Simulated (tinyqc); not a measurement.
X-ray photoelectron analysis of a thin oxide on a semiconductor: attenuation lengths, thickness, angle series and band offsets. Inputs raised by 10 %, one at a time. Computed by tinyqc, a small Python program. Command: `OMP_NUM_THREADS=1 python tinyqc.py 3113297 3113298 out.jsonl xps sens`. One thread of a shared host (Intel(R) Xeon(R) Processor @ 2.30GHz), about 0.01 s of CPU time with the checks.

The same element is seen in the oxide and in the substrate, at nearly the same kinetic energy; films are flat and uniform, and the work function is ignored.

Inputs (values chosen for the exercise, modelled on SiO2 on silicon):
```
quantity                                           value     unit
photon energy                                     1486.6       eV
binding energy of the core level                    99.4       eV
oxide density                                        2.2   g/cm^3
oxide formula mass                                 60.08    g/mol
valence electrons per oxide formula                   16        -
oxide gap                                           8.87       eV
substrate density                                   2.33   g/cm^3
substrate formula mass                             28.09    g/mol
valence electrons per substrate formula                4        -
substrate gap                                       1.12       eV
oxide thickness d                                    0.7       nm
emission angle from the normal                        15  degrees
attenuation length over inelastic mean free path    0.92        -
carbon overlayer                                    0.42       nm
counts in the two peaks together                  600000        -
valence band offset used to make the data           4.41       eV
core level less valence band top, substrate        98.97       eV
core level less valence band top, thick oxide      98.76       eV
field in the oxide                                  0.53    MV/cm
```

Method:
- TPP-2M: lambda = E/(E_p^2 [b ln(c E) - C/E + D/E^2]) in angstrom, E_p = 28.8 sqrt(N_v rho/M), b = -0.10 + 0.944/sqrt(E_p^2 + E_g^2) + 0.069 rho^0.1, c = 0.191/sqrt(rho), U = N_v rho/M, C = 1.97 - 0.91 U, D = 53.4 - 20.8 U, with E = photon energy less binding energy in eV.
- Attenuation length L = factor x lambda.
- R_0 = (rho_o/M_o) L_o/((rho_s/M_s) L_s); peak ratio R = I_ox/I_sub = R_0 [exp(d/(L_o cos theta)) - 1]; hence d = L_o cos theta ln(1 + R/R_0). A carbon layer weakens both peaks alike, by exp(-d_C/(L_o cos theta)) if its L is taken equal to L_o. This R_0 leaves out intrinsic losses from the substrate peak, so calibrated values can be larger.
- With x = d/(L_o cos theta): d ln d/d ln R = (1 - exp(-x))/x = -d ln d/d ln R_0; counting error of R = 1/sqrt(N f (1 - f)), f the oxide share, which times the sensitivity gives that of d; an angle error adds tan(theta) d theta; d is proportional to L_o at fixed R_0. Assumed errors: 5 % in R_0, 1 degree, 5 % in L_o.
- Valence band offset = (E_core - E_v)(substrate) - (E_core - E_v)(oxide) + (core level separation at the interface, oxide less substrate). The separation is made here from the given offset; a uniform field F that raises the binding energy towards the surface shifts the oxide peak by e F <z>, <z> = d/(1 - exp(-x)) - d/x, x = d/(L_o cos theta), being the mean distance from the interface. Conduction band offset = oxide gap - substrate gap - valence band offset.

Runs:
```
input moved                                 from       to  ratio R      R_0  apparent valence band offset (eV)  counting error of d (%)
base run                                       -        -  0.12479  0.55422                             4.4292                  0.37201
photon energy (eV)                        1486.6  1635.26  0.11410  0.55387                             4.4291                  0.38831
oxide density (g/cm^3)                       2.2     2.42  0.13758  0.59660                             4.4292                  0.35756
oxide gap (eV)                              8.87    9.757  0.12426  0.57735                             4.4292                  0.37409
emission angle from the normal (degrees)      15     16.5  0.12581  0.55422                             4.4292                  0.37057
field in the oxide (MV/cm)                  0.53    0.583  0.12479  0.55422                             4.4311                  0.37201
counts in the two peaks together          600000   660000  0.12479  0.55422                             4.4292                  0.35470
```

Exponents ln(y'/y) / ln(x'/x):
```
input                             ratio R     R_0  apparent valence band offset  counting error of d
photon energy                      -0.940  -0.007                         0.000                0.450
oxide density                       1.024   0.773                         0.000               -0.416
oxide gap                          -0.044   0.429                         0.000                0.058
emission angle from the normal      0.086   0.000                         0.000               -0.041
field in the oxide                  0.000   0.000                         0.005                0.000
counts in the two peaks together    0.000   0.000                         0.000               -0.500
```

To which inputs is each result most sensitive?

Among the inputs moved here: ratio R answers most in size to oxide density (exponent +1.024), next to photon energy (-0.940); its exponent is below 0.0005 for field in the oxide, counts in the two peaks together. R_0 answers most in size to oxide density (exponent +0.773), next to oxide gap (+0.429); its exponent is below 0.0005 for emission angle from the normal, field in the oxide, counts in the two peaks together. Apparent valence band offset answers most in size to field in the oxide (exponent +0.005); its exponent is below 0.0005 for photon energy, oxide density, oxide gap, emission angle from the normal, counts in the two peaks together. Counting error of d answers most in size to counts in the two peaks together (exponent -0.500), next to photon energy (+0.450); its exponent is below 0.0005 for field in the oxide. Its exponent -0.500 in counts in the two peaks together: counting statistics.

Extremes, crossings and ranges named in words are read from the listed rows.
